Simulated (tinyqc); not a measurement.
Which pair of peaks is best: composition and strain of an epitaxial Si(1-x)Ge(x) layer from Raman and X-ray peaks. Computed by tinyqc, a small Python program. Command: `OMP_NUM_THREADS=1 python tinyqc.py 3029313 3029314 out.jsonl epiraman walk`. One thread of a shared host (Intel(R) Xeon(R) Processor @ 2.30GHz), about 0.01 s of CPU time with the checks.

A (001) layer, biaxially strained in the plane. The Raman peaks follow empirical lines omega = w0 + c1 x + c3 x^3 + b eps (c3 for Si-Ge alone), with eps the in-plane strain.

Inputs (values chosen for the exercise, modelled on silicon-germanium):
```
quantity,value,unit
Ge fraction x,0.77,-
Si-Si: c1,-70.2,1/cm
Si-Si: strain coefficient b,-684,1/cm
Si-Ge: c1,25.6,1/cm
Si-Ge: c3,-35.5,1/cm
Si-Ge: strain coefficient b,-555,1/cm
Ge-Ge: c1,19.2,1/cm
Ge-Ge: strain coefficient b,-440,1/cm
uncertainty of a Raman peak,0.05,1/cm
```

Substrate: silicon.

Method. For each pair invert J = [d omega/dx, d omega/d eps] at the true x. Independent errors of the given size in both peaks give sigma_x and sigma_eps = uncertainty x (norm of the rows of the inverse of J).

Error propagation:
```
pair,det J,sigma_x,sigma_eps (per mille)
Si-Si and Si-Ge,13.281,0.0033162,0.29971
Si-Si and Ge-Ge,44.0208,9.2377e-04,0.082664
Si-Ge and Ge-Ge,27.175,0.0013031,0.077586
```

What follows from these numbers?

The pair Si-Si and Ge-Ge fixes x best (sigma_x = 9.2e-4) and Si-Si and Si-Ge worst (0.0033), a factor 3.6. Strain moves all peaks the same way, so a good pair needs different ratios of composition slope to strain coefficient, best of opposite sign; the slopes here are -70.2, -37.5 and 19.2 per cm for Si-Si, Si-Ge and Ge-Ge. Errors in the coefficients themselves are not counted.

Extremes, crossings and ranges named in words are read from the listed rows.
